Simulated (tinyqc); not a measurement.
# Floating body of a partially depleted SOI transistor: body voltage and kink, step by step

tinyqc, about 0.2 s, one thread, Intel Xeon 2.30GHz (shared host): `OMP_NUM_THREADS=1 python tinyqc.py 2182014 2182015 out.jsonl` Printed values are rounded.

Source at 0 V. Channel current Ic = 2 nf K Vt^2 [F(0) - F(Vd)](1 + la Vd), F(V) = ln^2(1 + exp((Vg - VT - nf V)/(2 nf Vt))), VT = VT0 - gb Vb. Saturation voltage Vs = 2 Vt sqrt(F(0)) + 3 Vt, excess Ve = (Vd - Vs + sqrt((Vd - Vs)^2 + 0.0004 V^2))/2, multiplication M1 = Ai Ve exp(-Bl/Ve). Each junction passes D(v) = J1 (exp(v/Vt) - 1) + J2 (exp(v/(2 Vt)) - 1). Bipolar current Ib = bb J1 (exp(Vb/Vt) - 1). The body settles where M1 (Ic + Ib) = D(Vb) + D(Vb - Vd) + Vb/Rb; drain current Id = (1 + M1)(Ic + Ib) - D(Vb - Vd).

Inputs (values chosen for the exercise); values of the order met in partially depleted silicon-on-insulator transistors: temperature T = 398 K; threshold at zero body voltage VT0 = 0.43 V; fall of the threshold per volt of body voltage gb = 0.2; slope factor nf = 1.36; gain factor per width K = 440 uA/(V^2 um); channel-length modulation factor la = 0.1 1/V; impact-ionisation prefactor Ai = 1.16 1/V; impact-ionisation voltage Bl = 6.6 V; diffusion saturation current of each junction J1 = 2.3e-10 uA/um; recombination saturation current of each junction J2 = 2e-7 uA/um; gain of the lateral bipolar transistor on the diffusion current bb = 3; resistance of a weak body tie to the source (1e9 stands for no tie, and the term is then dropped) Rb = 5000 kohm um; gate voltage Vg = 0.64 V; drain voltage Vd = 1.4 V.

Constants: q = 1.602176634e-19 C, kB = 1.380649e-23 J/K, Vt = kB T/q. Results are converted to the units shown.

Range of the model: The multiplication law is an empirical form chosen for the exercise; self-heating and capacitive coupling to the body are left out, and the linear laws are rough once Vb passes about 0.7 V or M1 about 0.1.

## Starting value

Vb = 0.3 V.

Vb at the start = 0.3 V

## Iteration 1: new Vb

Current into the body I_in = M1 (Ic + Ib) - D(Vb - Vd), current out I_out = D(Vb) + Vb/Rb; f = ln(I_in/I_out), s = df/dVb by central differences over 1e-5 V, Vb(new) = Vb - f/s.

Ic = 13.9486 uA/um
Ve = 1.09498 V
M1 = 0.00306296
I_in = 0.0427243 uA/um
I_out = 0.0600171 uA/um
f = -0.339862
s = -2.85304 1/V
Vb after iteration 1 = 0.180877 V

## Iteration 2: new Vb

As before.

Ic = 11.7679 uA/um
Ve = 1.11145 V
M1 = 0.00339967
I_in = 0.0400072 uA/um
I_out = 0.0361781 uA/um
f = 0.100607
s = -4.90823 1/V
Vb after iteration 2 = 0.201375 V

## Course of the iteration

Stop when the step is below 1e-10 V, or after 40 iterations.

Course of the iteration:

| iteration | Vb before the step (V) | step (V) |
|---|---|---|
| 1 | 0.3 | -0.119 |
| 2 | 0.180877 | 0.0205 |
| 3 | 0.201375 | 1.31e-3 |
| 4 | 0.202684 | 4.61e-6 |
| 5 | 0.202688 | 5.67e-11 |

Converged in 5 iterations.

## Drain current with floating and with grounded body

converged Vb = 0.202688 V

Id and VT at the converged Vb, Id at Vb = 0, their ratio, and the bipolar share Ib/(Ic + Ib).

VT = 0.389462 V
Id, floating = 12.1914 uA/um
Id, grounded = 8.90695 uA/um
ratio = 1.36875
bipolar share = 2.08764e-6 %

The body rises to 0.203 V and lowers the threshold by 40.5 mV.
